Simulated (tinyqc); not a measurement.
# On-chip interconnect, size-dependent resistivity and RC delay: course in time

A rectangular line between two neighbours and two ground planes. Surface and grain-boundary scattering are added to the bulk resistivity as corrections; capacitances are parallel-plate values without fringing; inductance is ignored.

4 equal pi sections: series Rs = r Lw/4; node capacitances c Lw/4, halved at nodes 0 and 4, with Cl added to node 4; Rd feeds node 0. Elmore delay of node k: the sum, over the resistors on the path to k, of resistance times all capacitance downstream of it.

A 1 V step is applied behind Rd at t = 0. C dv/dt = -G v + b, with G the conductance matrix of the ladder (1/Rs between neighbours, 1/Rd added at node 0) and b = (1 V/Rd, 0, ...). Trapezoidal step: (C/dt + G/2) v(new) = (C/dt - G/2) v + b. The last column solves the same ladder exactly by its modes.

Parameters, values chosen for the exercise: driver resistance Rd = 410 ohm; time step dt = 34 ps.

Rs = 2254.31 ohm
C, node 0 to 4 (fF): [3.03809, 6.07619, 6.07619, 6.07619, 3.43809]

Voltages (V):

| t (ps) | node 0 | node 2 | node 4 | node 4, exact |
|---|---|---|---|---|
| 34.00 | 1.697 | 0.3059 | 0.0991 | 0.1243 |
| 68.00 | 0.303 | 0.5816 | 0.3461 | 0.3593 |
| 102.0 | 1.545 | 0.6470 | 0.5552 | 0.5413 |
| 136.0 | 0.472 | 0.7800 | 0.6724 | 0.6722 |
| 170.0 | 1.432 | 0.8270 | 0.7707 | 0.7658 |
| 204.0 | 0.594 | 0.8844 | 0.8359 | 0.8327 |
| 238.0 | 1.341 | 0.9149 | 0.8827 | 0.8804 |
| 272.0 | 0.686 | 0.9396 | 0.9172 | 0.9146 |
| 306.0 | 1.269 | 0.9581 | 0.9403 | 0.9390 |
| 340.0 | 0.756 | 0.9684 | 0.9581 | 0.9564 |
| 374.0 | 1.212 | 0.9795 | 0.9697 | 0.9688 |
| 408.0 | 0.810 | 0.9833 | 0.9787 | 0.9777 |

What does the comparison show?

The far end of the ladder reaches 0.5 V at 93.26 ps, 0.756 of its Elmore delay (ln 2 = 0.693 for a single pole); the slowest mode has a time constant of 101.1 ps. The largest error of the trapezoidal steps at that node is 25 mV. Node 0 swings up and down from step to step: the trapezoidal rule does not damp modes much faster than dt, so these swings are numerical.

Range of the model: The metal width is under the mean free path, where the thick-limit surface term and the simple sum of corrections lose accuracy.

Program tinyqc, `OMP_NUM_THREADS=1 python tinyqc.py 2100059 2100060 out.jsonl`; Intel Xeon 2.30GHz, shared host, one thread, about 0.01 s.
